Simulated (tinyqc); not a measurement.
Worked calculation: implant damage, amorphisation by cascade overlap, and solid-phase epitaxial regrowth. Computed by tinyqc, a small Python program that keeps every step. Command: `OMP_NUM_THREADS=1 python tinyqc.py 3112514 3112515 out.jsonl sper walk`. One thread of a shared host (Intel(R) Xeon(R) Processor @ 2.30GHz), about 0.02 s of CPU time with the checks. Intermediate numbers are printed to about 6 digits and carried at full precision; extremes and crossings named in words are read from the listed rows.

Range and width of the damage are inputs. Dynamic annealing enters only through the surviving share f.

Inputs (values chosen for the exercise, modelled on silicon ions in silicon):
```
quantity,value,unit
atomic density N,49.9,1/nm^3
ion Z1,14,-
ion mass M1,28,u
target Z2,14,-
target mass M2,28.09,u
ion energy E,22,keV
displacement energy E_d,17,eV
depth of the damage peak R_d,20,nm
width of the damage profile s_d,9.2,nm
share of defects that survive f,0.32,-
critical displaced share x_c,0.086,-
dose Q,2.3e+14,1/cm^2
overlaps needed n,2,-
area amorphised by one track A_i,0.45,nm^2
regrowth prefactor v0,4.8e+15,nm/s
regrowth energy E_a,2.69,eV
anneal temperature,636,C
rate relative to (100),0.04,-
peak enhancement by the dopant,4.1,-
ramp rate,28,K/s
```

Constants: a_0 = 0.529177210903 angstrom; e^2/(4 pi eps_0) = 14.39964548 eV angstrom; k_B = 8.617333262e-05 eV/K.

## Damage energy and displacements per ion

Robinson partition: eps = E a M2/(Z1 Z2 (e^2/(4 pi eps_0)) (M1 + M2)), a = 0.8853 a_0/sqrt(Z1^(2/3) + Z2^(2/3)); k = 0.0793 Z1^(2/3) Z2^(1/2) (M1 + M2)^(3/2)/((Z1^(2/3) + Z2^(2/3))^(3/4) M1^(3/2) M2^(1/2)); damage energy T_d = E/(1 + k (eps + 0.40244 eps^(3/4) + 3.4008 eps^(1/6))); displacements nu = 0.8 T_d/(2 E_d).

reduced energy eps = 0.536556

k = 0.146521

damage energy T_d = 14.0596 keV

T_d/E = 0.639075

displacements per ion nu = 330.815

36 % of the energy goes to electrons.

## The amorphous layer

Displaced share x(z) = f nu Q exp(-(z - R_d)^2/(2 s_d^2))/(sqrt(2 pi) s_d N); the layer is amorphous where x > x_c, between R_d -/+ s_d sqrt(2 ln(x_max/x_c)), the upper edge being cut at the surface. Threshold dose Q_c = Q x_c/x_max.

peak displaced share x_max = 0.211585

threshold dose Q_c = 9.34848e+13 1/cm^2

upper edge = 7.65499 nm

lower edge = 32.3450 nm

The layer is buried, so it regrows from both sides and the two fronts meet in a defect plane.

## Damage left below the interface

Displaced atoms per area beyond the lower edge z2: f nu Q (1/2) erfc((z2 - R_d)/(sqrt2 s_d)); they are not removed by regrowth.

share of the damage beyond z2 = 0.0898224

displaced atoms beyond z2 = 2.18700e+15 1/cm^2

## Layer against dose

The formulas are those given above.

Dose series; the last column is f nu Q erfc((z2 - R_d)/(sqrt2 s_d))/2:
```
Q (1/cm^2),x_max,upper edge (nm),lower edge (nm),displaced atoms beyond z2 (1/cm^2)
1.03e+14,0.09475,15.9493,24.0507,3.59671e+15
1.40e+14,0.12879,11.7318,28.2682,2.73294e+15
2.34e+14,0.21526,7.5373,32.4627,2.17410e+15
3.74e+14,0.34406,4.6801,35.3199,1.89787e+15
6.54e+14,0.60164,1.8533,38.1467,1.68086e+15
1.12e+15,1.03033,0.0000,40.5029,1.53196e+15
2.34e+15,2.15265,0.0000,43.3474,1.38182e+15
4.67e+15,4.29610,0.0000,45.7308,1.27566e+15
```

A dose 45 times larger moves the lower edge from 24.1 to 45.7 nm, as the root of a logarithm, and the damage beyond it falls by a factor 2.8, since the edge lies on an ever steeper tail. The layer reaches the surface at Q_c exp(R_d^2/(2 s_d^2)) = 9.93e14 per cm^2.

## Overlap model

Gibbons model: a point turns amorphous after n + 1 hits; with y = A_i Q the amorphous share is 1 - exp(-y) sum_(k=0..n) y^k/k!. Doses are set by y.

Amorphous share:
```
y,Q (1/cm^2),direct impact (n = 0),given n
0.1,2.22222e+13,0.095163,1.54653e-04
0.3,6.66667e+13,0.259182,3.59949e-03
0.6,1.33333e+14,0.451188,2.31153e-02
1.0,2.22222e+14,0.632121,8.03014e-02
2.0,4.44444e+14,0.864665,3.23324e-01
3.0,6.66667e+14,0.950213,5.76810e-01
5.0,1.11111e+15,0.993262,8.75348e-01
8.0,1.77778e+15,0.999665,9.86246e-01
```

At small y the share grows as y^3; between the first rows the exponent is 2.86.

## Isothermal regrowth

v = v0 x orientation factor x exp(-E_a/(k_B T)) x [1 + (enhancement - 1) exp(-(z - R_d)^2/(2 s_d^2))], T = anneal temperature + 273.15 K; the dopant is taken to follow the damage profile; the lower front moves from the lower edge z2 to the surface, or to the middle (z1 + z2)/2 of a buried layer with upper edge z1; time = int dz/v; the equivalent undoped distance is that time times the undoped velocity.

undoped velocity = 0.235270 nm/s

distance to regrow = 12.3450 nm

time without enhancement = 52.4717 s

equivalent undoped distance = 3.77989 nm

time with enhancement = 16.0662 s

The rate doubles for each 18 K or so near this temperature. Caution: regrowth on (111) is not only slow but leaves twins, which a single velocity does not describe.

## Regrowth during a ramp

On a linear ramp from 200 C regrowth ends at the T_f where int v_undoped dT/(ramp rate) equals the equivalent undoped distance.

temperature at which regrowth ends = 714.429 C

Checks made by the program: tail against quadrature of x(z) N (relative difference below 1e-10).
